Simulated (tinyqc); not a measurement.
Contact resistivity and sheet resistance from two contact lengths.

Inverse problem. Rc = [sqrt(rc Rsh)/Wc] coth(Lc/(2 LT)), LT = sqrt(rc/Rsh), Wc = 30 nm; the second contact is twice as long as the first. Find LT, rc and Rsh.

Rc for Lc = 30 and 60 nm (ohm): [218.688817, 129.599809]

Answer. With t = tanh(Lc/(2 LT)) for the shorter contact, the resistance of the longer over that of the shorter is (1 + t^2)/2. Then sqrt(rc Rsh) = Rc t Wc, and rc and Rsh follow by multiplying and dividing by LT.

LT = 32.58 nm
rc = 9.200e-10 ohm cm^2
Rsh = 86.67 ohm

Program tinyqc, `OMP_NUM_THREADS=1 python tinyqc.py 2170148 2170149 out.jsonl`; Intel Xeon 2.30GHz, shared host, one thread, about 0.08 s.
